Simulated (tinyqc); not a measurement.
What each parameter does: type-II superlattice in the two-band Kane model.

Motion along the axis, period d = a + b, c = hbar^2/2m0. Conduction and light-hole bands couple: (E - Ec)(E - Ev) = Ep c k^2 in each layer, with mass m(E) = (E - Ev)/Ep, which may be negative. The conduction envelope psi and psi'/m(E) are continuous; a layer carries them by [[cos kt, (m/k) sin kt], [-(k/m) sin kt, cos kt]] (cosh and sinh for k^2 < 0), and cos(q d) = tr(M_B M_A)/2. C1 is the first miniband above EvB, with its bottom at tr/2 = +1 and its top at -1; the gap is the bottom of C1 less the top heavy-hole level HH1.

Heavy holes are uncoupled: with e = EvB - E, p = sqrt(mhB e/c), w = sqrt(mhA (EvB - EvA - e)/c), the top level HH1 at q = 0 solves (p/mhB) tan(p b/2) = (w/mhA) tanh(w a/2).

Constants: hbar^2/2m0 = 3.80998211 eV angstrom^2.

Values chosen for the exercise (near those of an InAs/GaSb superlattice; the results hold for these values, not for the real material):
- a = 28 angstrom (layer A)
- b = 45 angstrom (layer B)
- EcA = 0 eV (conduction edge of A)
- EvA = -0.413 eV (valence edge of A)
- EcB = 0.916 eV (conduction edge of B)
- EvB = 0.109 eV (valence edge of B)
- EpA = 14.5 eV (coupling energy in A)
- EpB = 17.7 eV (coupling energy in B)
- mhA = 0.32 m0 (heavy hole in A)
- mhB = 0.26 m0 (heavy hole in B)

Bottom and width of C1, HH1 and the gap.

Results for these values:
```
case  C1 (eV)  width (meV)  HH1 (eV)  gap (meV)
base   0.3853         57.6    0.0644      321.0
```

What happens to each result for EvB = 0.089 eV, all else kept?

Answer: C1 falls from 0.3853 to 0.3831; width falls from 57.6 to 54.8; HH1 falls from 0.0644 to 0.0448; gap rises from 321.0 to 338.3.

The same for each parameter in turn:
```
case             C1 (eV)  width (meV)  HH1 (eV)  gap (meV)
base              0.3853         57.6    0.0644      321.0
a = 25 angstrom   0.4215         63.1    0.0645      357.1
b = 42 angstrom   0.3804         66.7    0.0593      321.1
EvB = 0.089 eV    0.3831         54.8    0.0448      338.3
EcB = 0.966 eV    0.3944         51.6    0.0644      330.0
EvA = -0.443 eV   0.3819         56.8    0.0638      318.0
EpA = 15.7 eV     0.3925         60.1    0.0644      328.1
mhB = 0.3 m0      0.3853         57.6    0.0681      317.2
```

tinyqc: `OMP_NUM_THREADS=1 python tinyqc.py 1250392 1250393 out.jsonl`; about 0.03 s, one thread, shared Intel(R) Xeon(R) Processor @ 2.30GHz.
